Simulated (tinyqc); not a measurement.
Interface traps by the conductance method, a continuum of levels: two steps of the calculation.

MOS capacitor on an n-type substrate; psi is the band bending, negative in depletion; only majority carriers are counted. The traps exchange electrons with the conduction band; their admittance lies in parallel with Cd, and that pair in series with Cox and Rs. w = 2 pi f.

Values chosen for this exercise: signal frequency f = 6000 Hz.

Task 1. Parallel conductance and capacitance. With x = w tau: Gp/w = Cit ln(1 + x^2)/(2 x), Cp = Cd + Cit arctan(x)/x.

Cd = 92.322373 nF/cm^2
tau = 1.5965718e-5 s
Cit = 400.54416 nF/cm^2

Give: x; Gp/w; Cp.

Result 1.

x = 0.6019
Gp/w = 102.9 nF/cm^2
Cp = 452.9 nF/cm^2

The peak of Gp/w lies at x = 1.98 with the height 0.402 Cit; this frequency gives 0.257 Cit.

Task 2. Extraction from the readings. Ignoring Rs: Gp/w = w Cox^2 Gm/[Gm^2 + w^2 (Cox - Cm)^2].

Cox = 616.63094 nF/cm^2
Cm = 264.35605 nF/cm^2
Gm/w = 33.932958 nF/cm^2

Wanted: extracted Gp/w.

Result 2.

extracted Gp/w = 103.01 nF/cm^2

The uncorrected series resistance makes this 0.14 % above the true Gp/w.

Range of the model: In a narrow-gap semiconductor minority carriers respond as well once the bending nears the inversion point; they are left out.

Numbers from tinyqc (`OMP_NUM_THREADS=1 python tinyqc.py 2030015 2030016 out.jsonl`; about 0.01 s on one thread of a shared Intel Xeon 2.30GHz).
